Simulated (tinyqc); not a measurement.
What each parameter does: Gamma, L and X subbands of a thin body with non-parabolic valleys.

Hard walls, flat band, c = hbar^2/2m0, energies from the bulk Gamma edge. For a valley at angle theta to the normal 1/m_z = cos^2/ml + sin^2/mt and m_d = sqrt(ml mt^2/m_z). Subband n starts at E_v + e with e (1 + a e) = c (n pi/t)^2/m_z, and its density-of-states mass is taken as m_d (1 + 2 a e), without further growth at higher in-plane energy. Groups are named by valley and degeneracy.

n_i = g m/(2 pi c) kB T ln(1 + exp((EF - E_i)/kB T)), sum n_i = Ns (1e12/cm^2 = 1e-4/angstrom^2), c = hbar^2/2m0. Quantum capacitance Cq = 1602.176634 sum g m/(2 pi c) f_i in microfarad/cm^2 with f_i = 1/(1 + exp((E_i - EF)/kB T)); Cox = 34.5313/eot (one gate); C/Cox = Cq/(Cq + Cox), the centroid term left out.

Constants: hbar^2/2m0 = 3.80998211 eV angstrom^2; kB = 8.617333262e-05 eV/K.

Values chosen for the exercise (near those of a thin InP channel; not measured data): face = 100 (surface); mG = 0.0804 m0 (Gamma mass); aG = 0.61 1/eV (Gamma non-parabolicity); EL = 0.652 eV (L edge above Gamma); mL = (1.692, 0.101) m0 (L valleys (four, along <111>): ml, mt); EX = 0.997 eV (X edge above Gamma); mX = (0.868, 0.262) m0 (X valleys (three, along <100>): ml, mt); aS = 0.38 1/eV (non-parabolicity of L and X); Ns = 2.6 x 1e12/cm^2 (sheet density); T = 300 K (temperature); eot = 12 angstrom (equivalent oxide thickness); t = 32 angstrom (body thickness).

n = 1 to 8 of all groups.

Results for these values:
```
case,lowest edge (eV),EF (eV),Gamma share (%),C/Cox
base,0.372,0.422,100.0,0.703
```

What happens to each result for Ns = 3.9 x 1e12/cm^2, all else kept?

Answer: lowest edge does not change at the printed digits; EF rises from 0.422 to 0.451; Gamma share does not change at the printed digits; C/Cox rises from 0.703 to 0.722.

The same for each parameter in turn:
```
case,lowest edge (eV),EF (eV),Gamma share (%),C/Cox
base,0.372,0.422,100.0,0.703
t = 26 angstrom,0.524,0.567,100.0,0.720
mG = 0.0925 m0,0.330,0.374,100.0,0.718
aG = 0.43 1/eV,0.391,0.446,100.0,0.691
EL = 0.602 eV,0.372,0.422,100.0,0.703
Ns = 3.9 x 1e12/cm^2,0.372,0.451,100.0,0.722
eot = 10 angstrom,0.372,0.422,100.0,0.664
T = 250 K,0.372,0.424,100.0,0.713
```

Program tinyqc; command `OMP_NUM_THREADS=1 python tinyqc.py 1280143 1280144 out.jsonl`; about 0.08 s on one thread of a shared Intel(R) Xeon(R) Processor @ 2.30GHz.
